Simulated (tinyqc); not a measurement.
## Sub-threshold conduction and electro-thermal threshold of an amorphous chalcogenide: the S-shaped curve

Trap-limited conduction: I = I0 exp(-Ea/kB T) sinh(q V dz/(2 ua kB T)), I0 = 2 q A Nt dz/ta. One lumped temperature T = T0 + Rt I V. The threshold is the largest V for which a steady state exists on the low-current branch.

For each T, V solves Rt I(V, T) V = T - T0.

Inputs (values chosen for the exercise); values of the order of Ge-Sb-Te and related chalcogenides: ambient temperature T0 = 330 K; cross-section A = 840 nm^2; amorphous thickness ua = 28 nm; distance between traps dz = 7.1 nm; activation energy Ea = 0.28 eV; trap density Nt = 4.8e19 cm^-3; attempt time ta = 1e-15 s; thermal resistance Rt = 4.1 K/uW.

Constants: q = 1.602176634e-19 C, kB = 1.380649e-23 J/K. Results are converted to the units shown.

The S-shaped curve:
```
T (K),V (V),I (uA),V/I (kohm)
332,0.14150,3.4475,41.043
336,0.22250,6.5772,33.828
345,0.29843,12.259,24.343
359,0.34300,20.621,16.633
373,0.35858,29.248,12.260
387,0.36205,38.399,9.4288
415,0.35342,58.660,6.0248
455,0.32897,92.678,3.5496
511,0.29316,150.59,1.9468
585,0.25512,243.79,1.0465
698,0.21710,413.42,0.52514
```

What does the table show?

V goes from 0.141 through a maximum of 0.362 (at T = 387 K among the rows listed) to 0.217 V, while I rises from 3.45 to 413 uA. The exact threshold is 0.3621 V at 386.5 K; beyond it V falls as I rises, a negative differential resistance that a voltage source cannot hold. For T = 511, 585, 698 the layer would crystallise if held at such a temperature.

Range of the model: Purely electronic switching mechanisms, filaments and series resistance are left out.

Program tinyqc, `OMP_NUM_THREADS=1 python tinyqc.py 2490046 2490047 out.jsonl`; Intel Xeon 2.30GHz, shared host, one thread, about 0.01 s.
